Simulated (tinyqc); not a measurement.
Worked calculation: nudged elastic band on a two-dimensional model surface. Computed by tinyqc, a small Python program that keeps every step. Command: `OMP_NUM_THREADS=1 python tinyqc.py 3022163 3022164 out.jsonl neb walk`. One thread of a shared host (Intel(R) Xeon(R) Processor @ 2.30GHz), about 0.1 s of CPU time with the checks. Intermediate numbers are printed to about 6 digits and carried at full precision; extremes and crossings named in words are read from the listed rows.

V(x, y) = -A (cos kx + cos ky) - B cos kx cos ky + (C sin ky + S sin kx)(1 - cos kx), k = 2 pi/a; the atom hops from the minimum at (0, 0) to that at (a, 0).

Inputs (values chosen for the exercise, for a model surface):
```
quantity              value           unit
amplitude A            0.17             eV
amplitude B           0.012             eV
skew C                0.058             eV
asymmetry S          -0.025             eV
period a                  3       angstrom
movable images n          5              -
spring constant k_s    0.25  eV/angstrom^2
step factor eta        0.54  angstrom^2/eV
iteration cap           600              -
```

Surface: adatom on a square lattice. Climbing image: off.

## Stationary points

Newton steps x(new) = x - H^-1 grad V (moves limited to 0.3 angstrom) from (0, 0), (a, 0) and (a/2, 0) give the two minima and the saddle.

positions (angstrom):
```
              x         y
start   0.00000   0.00000
end     3.00000   0.00000
saddle  1.64693  -0.29618
```

energies (eV): start -0.352000, end -0.352000, saddle -0.018065

barrier from the start = 0.333935 eV

## Straight-line start

Images are spaced evenly on the line between the minima.

images at the start (angstrom):
```
           x    y
image 1  0.5  0.0
image 2  1.0  0.0
image 3  1.5  0.0
image 4  2.0  0.0
image 5  2.5  0.0
```

energies above the start (eV): 0.080175  0.240524  0.364000  0.305476  0.101825

The highest image lies +0.0301 eV from the true barrier.

## Iteration 1

Tangent at image i: towards the higher neighbour if the energies rise or fall through i; at a maximum or minimum, tau = t+ dmax + t- dmin if V(i+1) > V(i-1), else t+ dmin + t- dmax, with t+ = R(i+1) - R(i), t- = R(i) - R(i-1) and dmax, dmin the larger and smaller of |V(i+1) - V(i)| and |V(i-1) - V(i)|; then normalise. Force F = -grad V + (grad V.tau) tau + k_s (|t+| - |t-|) tau. Update R(new) = R + eta F; the end points stay fixed.

unit tangents:
```
         x  y
image 1  1  0
image 2  1  0
image 3  1  0
image 4  1  0
image 5  1  0
```

forces (eV/angstrom):
```
                x          y
image 1  0.000000  -0.060737
image 2  0.000000  -0.182212
image 3  0.000000  -0.242950
image 4  0.000000  -0.182212
image 5  0.000000  -0.060737
```

images after iteration 1 (angstrom):
```
               x         y
image 1  0.50000  -0.03280
image 2  1.00000  -0.09839
image 3  1.50000  -0.13119
image 4  2.00000  -0.09839
image 5  2.50000  -0.03280
```

## Iteration 2

The formulas are those given above.

unit tangents:
```
                x          y
image 1  0.991504  -0.130078
image 2  0.997855  -0.065456
image 3  0.999644   0.026691
image 4  0.997855   0.065456
image 5  0.991504   0.130078
```

forces (eV/angstrom):
```
                 x          y
image 1  -0.008333  -0.069685
image 2  -0.009180  -0.127683
image 3   0.003769  -0.141154
image 4   0.009180  -0.127683
image 5   0.010105  -0.083191
```

images after iteration 2 (angstrom):
```
               x         y
image 1  0.49550  -0.07043
image 2  0.99504  -0.16734
image 3  1.50204  -0.20742
image 4  2.00496  -0.16734
image 5  2.50546  -0.07772
```

## All iterations

Start on the straight line; stop when the largest force is below 1e-4 or above 1e6 eV/angstrom.

Course of the band:
```
iteration  highest image (eV)  largest force (eV/angstrom)
1                    0.364000                  2.42950e-01
2                    0.338453                  1.41204e-01
3                    0.330065                  7.76728e-02
4                    0.327495                  4.20286e-02
5                    0.326689                  2.28873e-02
6                    0.326410                  1.24836e-02
7                    0.326294                  6.92440e-03
8                    0.326233                  4.00599e-03
9                    0.326195                  2.38645e-03
...                       ...                          ...
15                   0.326111                  3.42701e-04
16                   0.326106                  2.80467e-04
17                   0.326103                  2.31975e-04
18                   0.326100                  1.93296e-04
19                   0.326098                  1.61947e-04
20                   0.326096                  1.36590e-04
21                   0.326095                  1.19506e-04
22                   0.326093                  1.04576e-04
23                   0.326092                  9.15531e-05
```

Band at the end:
```
image  x (angstrom)  y (angstrom)    E (eV)
0           0.00000      0.000000  0.000000
1           0.49067     -0.145169  0.077288
2           0.99026     -0.257306  0.216457
3           1.50091     -0.298347  0.326092
4           2.01152     -0.257417  0.280889
5           2.51391     -0.159343  0.097258
6           3.00000      0.000000  0.000000
```

energy of the highest image = 0.326092 eV

iterations = 23

largest force at the end = 9.15531e-05 eV/angstrom

Converged in 23 iterations. Without a climbing image the highest image lies 7.84 meV below the saddle.

## Plain band against climbing image

With a climbing image, the highest image feels instead F = -grad V + 2 (grad V.tau) tau and no spring. Images are counted without the end points, and convergence is judged on the largest force on an image. Each run starts on the straight line with the same k_s and eta, for at most 1500 iterations; errors are against the Newton saddle; a dash marks a run that did not reach 1e-4 eV/angstrom.

Error of the highest image (meV) and iterations:
```
images  plain, error  plain, iterations  climbing, error  climbing, iterations
2            -53.016                 15                0                    26
3             -7.872                 15                0                    24
4            -10.418                 17                0                    40
5             -7.842                 23                0                    41
6             -2.148                 29                0                    52
8             -0.244                 41                0                    46
10            -0.014                 52                0                    66
```

The plain band underestimates the barrier by 0.01 to 53.02 meV, depending on how near an image falls to the saddle (worst for 2 images, best for 10). The climbing image is within about 0.001 meV in every converged run, so few images suffice for the barrier.
